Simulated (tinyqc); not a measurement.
Quantum against classical capture: non-radiative capture by multiphonon emission, one effective mode. Computed by tinyqc, a small Python program. Command: `OMP_NUM_THREADS=1 python tinyqc.py 3001490 3001491 out.jsonl capture walk`. One thread of a shared host (Intel(R) Xeon(R) Processor @ 2.30GHz), about 0.02 s of CPU time with the checks.

The initial state (free carrier plus empty centre) lies dE above the final state; both have the same frequency and are displaced by dQ.

Inputs (values chosen for the exercise, with mass, screening and phonons like those of ZnO):

| quantity | value | unit |
|---|---|---|
| energy released dE | 0.99 | eV |
| phonon energy hbar omega | 55.6 | meV |
| Huang-Rhys factor S | 9.14 | - |
| electron-phonon coupling W | 0.044 | eV/(u^(1/2) angstrom) |
| cell volume V | 2350 | angstrom^3 |
| degeneracy g | 4 | - |
| broadening b | 33 | meV |
| carrier mass m | 0.793 | m_0 |
| dielectric constant eps | 7.98 | - |
| temperature T | 300 | K |

Centre: attractive.

Constants: hbar^2/u = 4.18015928e-03 eV angstrom^2; k_B = 8.617333262e-05 eV/K; hbar = 6.582119569e-16 eV s; Ry = 13.605693123 eV.

Method:
- dQ = sqrt(2 S (hbar^2/u)/hbar omega); relaxation energy lambda = S hbar omega; phonons needed P = dE/hbar omega; classical barrier E_b = (dE - lambda)^2/(4 lambda); occupation n = 1/(exp(hbar omega/k_B T) - 1).
- M_p = sum_m w_m <m_i|Q|(m + p)_f>^2 with Q counted from the final minimum and Boltzmann weights w_m for m = 0..24; <m_i|Q|k_f> = sqrt((hbar^2/u)/(2 hbar omega)) [sqrt(k) <m|k-1> + sqrt(k+1) <m|k+1>], with overlaps of oscillators displaced by d = sqrt(2 S) summed on 1500 points from -16 to 16 + d.
- The delta function is a Gaussian of standard deviation b at dE - p hbar omega.
- C_0 = V (2 pi/hbar) g W^2 sum_p M_p Gaussian_p. Here the sum runs over all p.
- Classical (Marcus) form: replace the sum by Q_c^2 exp(-E_b/k_B T)/sqrt(4 pi lambda k_B T), Q_c = dQ (dE + lambda)/(2 lambda).
- Sommerfeld factor of an attractive centre: s(k) = 2 pi nu/(1 - exp(-2 pi nu)), nu = sqrt(Ry*/E), Ry* = Ry m/eps^2, averaged over (2/sqrt(pi)) sqrt(x) exp(-x) dx with x = E/k_B T = t^2 (trapezoid, t to 6 in steps of 0.01).
- The last column is -k_B d ln C_0/d(1/T) from this row and the one above.

dQ = 1.17232 u^(1/2) angstrom

lambda = 0.508184 eV

classical barrier E_b = 0.114204 eV

Against temperature:

| T (K) | C_0, quantum (cm^3/s) | C_0, classical (cm^3/s) | Sommerfeld factor | activation energy (eV) |
|---|---|---|---|---|
| 52 | 3.7484e-08 | 2.6191e-17 | 43.595 | - |
| 97 | 3.7669e-08 | 2.6160e-12 | 31.919 | 4.7398e-05 |
| 160 | 4.0093e-08 | 4.4192e-10 | 24.853 | 1.3239e-03 |
| 260 | 5.1203e-08 | 8.3845e-09 | 19.496 | 8.7683e-03 |
| 390 | 7.4711e-08 | 3.7440e-08 | 15.920 | 2.5397e-02 |
| 580 | 1.1531e-07 | 9.3455e-08 | 13.057 | 4.4523e-02 |
| 900 | 1.7454e-07 | 1.6906e-07 | 10.488 | 5.8273e-02 |
| 1400 | 2.2773e-07 | 2.2934e-07 | 8.423 | 5.7763e-02 |

At 52.0 K the quantum value is 1.4e9 times the classical one: C_0 comes from tunnelling out of the lowest level and hardly depends on T. At 1400 K the ratio is 0.99. The largest apparent activation energy is 0.058 eV against the classical barrier of 0.114 eV, so an Arrhenius fit understates the barrier, through tunnelling and the broadening b at low T and the T^(-1/2) prefactor at high T. The measured coefficient is C = s C_0, and s changes by a factor 0.19 over these rows, so C changes by 1.2 where C_0 changes by 6.1.

Extremes, crossings and ranges named in words are read from the listed rows.
